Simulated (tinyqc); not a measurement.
What each parameter does: Wannier-Stark ladder of a miniband.

One state in each well j = -(Nw - 1)/2 ... (Nw - 1)/2: H_jj = j e F d, H_(j,j+1) = -W/4; 1 kV/cm = 0.01 meV/angstrom. In an infinite chain the levels are j e F d and the state of well 0 has amplitude J_j(x) in size on well j, x = W/(2 e F d).

Parameters, chosen for this exercise (near those of a non-polar GaN/AlGaN superlattice; the results hold for these values, not for the real material): W = 10 meV (miniband width); d = 55 angstrom (period); F = 4.1 kV/cm (field); Nw = 9 (wells).

e F d, x, J_0(x)^2 and the lowest level of the finite stack.

Results for these values:
```
case  e F d (meV)      x  J_0^2  lowest level (meV)
base         2.25  2.217  0.010              -11.00
```

What happens to each result for F = 5.74 kV/cm, all else kept?

Answer: e F d rises from 2.25 to 3.16; x falls from 2.217 to 1.584; J_0^2 rises from 0.010 to 0.216; lowest level falls from -11.00 to -14.23.

The same for each parameter in turn:
```
case             e F d (meV)      x  J_0^2  lowest level (meV)
base                    2.25  2.217  0.010              -11.00
W = 8 meV               2.25  1.774  0.126              -10.40
d = 47 angstrom         1.93  2.595  0.009               -9.88
F = 5.74 kV/cm          3.16  1.584  0.216              -14.23
Nw = 11                 2.25  2.217  0.010              -13.26
```

tinyqc: `OMP_NUM_THREADS=1 python tinyqc.py 1282066 1282067 out.jsonl`; about 0.01 s, one thread, shared Intel(R) Xeon(R) Processor @ 2.30GHz.
